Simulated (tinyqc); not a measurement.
Size of the sine basis: hole subbands of a hard-walled well, four-band Luttinger model.

Hole energies are counted downwards from the unstrained band edge, c = hbar^2/2m0. After the usual block transformation one block is H = [[P + Q - Zs, R - i S], [R + i S, P - Q + Zs]] in (heavy, light), with P +/- Q = c [(g1 +/- g2) k^2 + (g1 -/+ 2 g2) kz^2], R = sqrt(3) c gR k^2, S = 2 sqrt(3) c g3 k kz, kz = -i d/dz; axial approximation gR = (g2 + g3)/2. Zs = b (e_par - e_perp) is the shear part of the strain (the hydrostatic part shifts all levels alike and is left out). Basis sqrt(2/L) sin(n pi z/L), n = 1 to N, for each component: kz^2 gives (n pi/L)^2 and the heavy-light block is R delta_nm - 2 sqrt(3) c g3 k D_nm with D_nm = 4 n m/(L (n^2 - m^2)) for n + m odd, 0 otherwise. The other block has the same levels. The split-off band is left out.

Constants: hbar^2/2m0 = 3.80998211 eV angstrom^2.

Values chosen for the exercise (near those of Ge; the results hold for these values, not for the real material):
```
symbol  value   unit        meaning
g1      13.48               Luttinger gamma1
g2      4.2                 gamma2
g3      5.73                gamma3
L       145     angstrom    well width along [001]
k       0.0136  1/angstrom  wave vector in the plane
```

shear strain energy Zs = -0.031712 eV

The four lowest hole energies at the given k for growing N.

Hole energies (meV):
```
N      E1      E2      E3       E4
2   8.190  49.401  85.170  136.325
3   7.950  48.418  80.785   98.271
4   7.751  48.414  80.058   95.279
6   7.677  48.341  79.907   94.996
10  7.646  48.319  79.859   94.902
20  7.637  48.313  79.846   94.878
40  7.636  48.313  79.844   94.875
80  7.636  48.313  79.844   94.874
```

Is N = 3 enough for 1 meV in the two lowest levels?

Yes: against N = 80, N = 3 errs by up to 0.31 meV in E1 and E2, always upwards, as a variational basis must. Both are within 0.1 meV of N = 80 from N = 6 on; N = 40 and N = 80 differ by 1.6e-04 meV at most.

(tinyqc, `OMP_NUM_THREADS=1 python tinyqc.py 1252410 1252411 out.jsonl`, Intel(R) Xeon(R) Processor @ 2.30GHz, 1 thread, shared host, about 0.1 s.)
